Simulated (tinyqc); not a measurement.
Surface potential of a MOS transistor: implicit equation and explicit approximations: one step of the calculation.

p-type body, charge-sheet picture, depletion and inversion only, full ionisation (an idealisation for deep acceptors), Boltzmann statistics (rough once Na exp(x - xn) passes about Nc/7). In units of Vt: xg = (Vg - Vfb)/Vt, x = psi/Vt, G = gamma/sqrt(Vt), xn = (2 phiF + Vc)/Vt. The implicit equation is (xg - x)^2 = G^2 [x - 1 + exp(x - xn)] for x above about 3. Cox = eps0 eox/tox.

Problem. New x. D = exp(x - xn), f = (xg - x)^2 - G^2 (x - 1 + D), f' = -2 (xg - x) - G^2 (1 + D), x(new) = x - f/f'.

x at the start = 45
G = 6.1292824
xn = 41.949394
xg = 90.515241

Wanted: D; f; f'; x after iteration 1.

Solution.

D = 21.13
f = -375.1
f' = -922.3
x after iteration 1 = 44.59

tinyqc, about 0.01 s, one thread, Intel Xeon 2.30GHz (shared host): `OMP_NUM_THREADS=1 python tinyqc.py 2122214 2122215 out.jsonl`
